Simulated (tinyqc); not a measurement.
Square lattice in a magnetic field (Harper-Hofstadter model): one step. Hall conductance of the gaps. Three cases, with inputs chosen for the exercise.

Task: Gap r (r bands filled) has sigma_xy = t_r e^2/h in size and relative sign, where r = q s_r + p t_r with integers and |t_r| <= q/2; the Chern number of band r is t_r - t_(r-1), with t_0 = t_q = 0.

Give: Integers.

Case 1.

Values chosen: p = 1 (flux per plaquette p/q, in units of h/e); q = 5.

Result:

Integers:
```
r  t_r  s_r  Chern number of band r
1    1    0                       1
2    2    0                       1
3   -2    1                      -4
4   -1    1                       1
5    0    1                       1
```

The first gap carries t = 1; a single Landau level would carry 1.

Case 2.

Values chosen (out of a larger set: a lateral superlattice; not measured data): p = 4 (flux per plaquette p/q, in units of h/e); q = 5.

Result:

Integers:
```
r  t_r  s_r  Chern number of band r
1   -1    1                      -1
2   -2    2                      -1
3    2   -1                       4
4    1    0                      -1
5    0    1                      -1
```

The first gap carries t = -1; a single Landau level would carry 1. Flux (q - 1)/q equals -1/q, so this is the Landau level of the reversed field.

Case 3.

Values chosen: p = 2 (flux per plaquette p/q, in units of h/e); q = 7.

Result:

Integers:
```
r  t_r  s_r  Chern number of band r
1   -3    1                      -3
2    1    0                       4
3   -2    1                      -3
4    2    0                       4
5   -1    1                      -3
6    3    0                       4
7    0    1                      -3
```

The first gap carries t = -3; a single Landau level would carry 1.

Computed by tinyqc, one run a case: `OMP_NUM_THREADS=1 python tinyqc.py N N+1 out.jsonl` with N = 1250233, 1250447, 1250760; one thread of a shared Intel(R) Xeon(R) Processor @ 2.30GHz, about 0.07 s a run at most.
